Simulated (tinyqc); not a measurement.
## Scale length and length offset from two DIBL values

Inverse problem. DIBL = exp(-Le/(2 l)) + 2 exp(-Le/l) with Le = L - dL. Find l, dL and the drawn length for a DIBL of 100 mV/V.

DIBL at drawn lengths 110 and 180 nm (mV/V): [115.58422, 22.035325]

Answer. With e = exp(-Le/(2 l)), 2 e^2 + e = DIBL gives e and so Le/l at each length; Le/l is a straight line in L with slope 1/l.

l = 23.00 nm
dL = 2.600 nm
length for 100 mV/V = 115.8 nm

Computed by the program tinyqc: `OMP_NUM_THREADS=1 python tinyqc.py 2002122 2002123 out.jsonl`, one thread of a shared Intel Xeon 2.30GHz, about 0.01 s for the whole run.
